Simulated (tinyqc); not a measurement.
Inside a calculation. Method: RKS/LDA (PW92) in the sto-6g basis, for H3+, spin multiplicity 1. One step of it, computed by the program tinyqc.

Question. Iteration 2: diagonalisation and new density. Diagonalise F' = X^T F X, C = X C', fill 1 alpha and 1 beta electrons from the bottom; D = 2 C_occ C_occ^T; the new density keeps 0.7 of the old one (damping). Each column has its largest component positive (the first on a tie).

extrapolated F (hartree):
```
           1H 1s      2H 1s      3H 1s
1H 1s  -0.622572  -0.424177  -0.424138
2H 1s  -0.424177  -0.592074  -0.114422
3H 1s  -0.424138  -0.114422  -0.592121
```

X:
```
           1H 1s      2H 1s      3H 1s
1H 1s   1.173175  -0.258862  -0.258852
2H 1s  -0.258862   1.083619   0.029062
3H 1s  -0.258852   0.029062   1.083613
```

D after iteration 1:
```
          1H 1s     2H 1s     3H 1s
1H 1s  0.842715  0.389544  0.389525
2H 1s  0.389544  0.220456  0.220448
3H 1s  0.389525  0.220448  0.220440
```

overlap S:
```
          1H 1s     2H 1s     3H 1s
1H 1s  1.000000  0.431260  0.431247
2H 1s  0.431260  1.000000  0.100787
3H 1s  0.431247  0.100787  1.000000
```

Give: F' = X^T F X; orbital energies; coefficients C; D after iteration 2.

Answer.

F' = X^T F X (hartree):
```
         1        2        3
1  -0.4363  -0.2180  -0.2179
2  -0.2180  -0.5003   0.0309
3  -0.2179   0.0309  -0.5004
```

orbital energies (hartree): MO1 -0.7616, MO2 -0.5312, MO3 -0.1442

coefficients C:
```
          MO1      MO2      MO3
1H 1s  0.5413  -0.0001   1.1034
2H 1s  0.3930  -0.7456  -0.7292
3H 1s  0.3930   0.7458  -0.7290
```

D after iteration 2:
```
        1H 1s   2H 1s   3H 1s
1H 1s  0.7657  0.4003  0.4003
2H 1s  0.4003  0.2470  0.2470
3H 1s  0.4003  0.2470  0.2470
```
